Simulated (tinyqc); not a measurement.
## Dose and depth of a threshold implant

Question. A sheet of D acceptors per cm^2 lies at depth xi inside the depleted layer of a body doped Na. In the depletion approximation VT = Vfb + f2 + q D/Cox + gamma sqrt(f2 + Vsb - q D xi/(eps0 eps_r)), gamma = sqrt(2 eps0 eps_r q Na)/Cox, Cox = eps0 eox/tox. Find gamma, D and xi.

Parameters, values chosen for the exercise; band and dielectric values close to those of silicon: relative permittivity eps_r = 11.6; acceptor density deep in the body Na = 8.9e16 cm^-3; relative permittivity of the gate insulator (close to silicon dioxide) eox = 3.9; insulator thickness tox = 10 nm; flat-band voltage Vfb = -1 V; band bending 2 phiF at threshold f2 = 0.834 V.

Constants: q = 1.602176634e-19 C, eps0 = 8.8541878128e-14 F/cm where lengths are in cm. Results are converted to the units shown.

VT against the source at Vsb = 0 and 1.8 V (V): 0.40235161  0.76461001

Answer. With y^2 = f2 - q D xi/(eps0 eps_r) and d the difference of the thresholds over gamma, sqrt(y^2 + Vsb) - y = d gives y = (Vsb - d^2)/(2 d). The first threshold then gives D, and y^2 gives xi.

gamma = 0.496 V^0.5
D = 3.00e11 cm^-2
xi = 18.0 nm

Numbers from tinyqc (`OMP_NUM_THREADS=1 python tinyqc.py 2080056 2080057 out.jsonl`; about 0.4 s on one thread of a shared Intel Xeon 2.30GHz).
